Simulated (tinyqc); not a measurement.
Classical Heisenberg spin chain: exact results, Metropolis, heat-bath and over-relaxation steps, and a Monte Carlo run: one step, computed by the program tinyqc.

E = -J sum_i s_i . s_(i+1) for unit vectors s_i on an open chain; K = J/(k_B T).

Problem. Four single-spin steps. The given spins are first normalised. Spins 2 and 3 are updated in turn, with h = K (sum of the two neighbours). Heat bath: cos(theta) = 1 + ln(1 - r1 (1 - exp(-2 |h|)))/|h| about n = h/|h|, azimuth 2 pi r2 = phi in the frame a = n x z/|n x z|, b = n x a: s = n cos(theta) + sin(theta)(a cos(phi) + b sin(phi)); r1, r2 are the first two numbers of the row. Steps 2 and 4 are reflections, s -> 2 (s . h) h/|h|^2 - s, which keep the energy and use no random number.

Inputs (values chosen for the exercise, for a model chain of large moments): temperature T = 31.2 K.

Update: heat bath with over-relaxation.

four neighbouring spins (rows; components x, y, z):
```
        1        2       3
1  0.4091   0.5730  0.7101
2  0.3194  -0.7125  0.6248
3  0.1283   0.9529  0.2748
4  0.4569   0.6376  0.6203
```

random numbers, one row a step:
```
        1       2       3
1  0.5620  0.1317  0.2635
2  0.2301  0.4497  0.8118
3  0.2845  0.9755  0.5080
4  0.4225  0.4479  0.7766
```

K = 3.719397

Give: the table «Steps» with the columns |h|, h . s before, h . s after, move, x, y, z.

Solution.

Steps:

| spin | \|h\| | h . s before | h . s after | move | x | y | z |
|---|---|---|---|---|---|---|---|
| 2 | 7.0446 | -1.1165 | 6.2191 | heat bath | 0.61005 | 0.77527 | 0.16369 |
| 3 | 7.2017 | 6.3179 | 6.3179 | reflection | 0.83851 | 0.32736 | 0.43559 |
| 2 | 7.1349 | 6.1247 | 6.8002 | heat bath | 0.77244 | 0.18854 | 0.60646 |
| 3 | 7.1531 | 6.8273 | 6.8273 | reflection | 0.38170 | 0.49264 | 0.78205 |
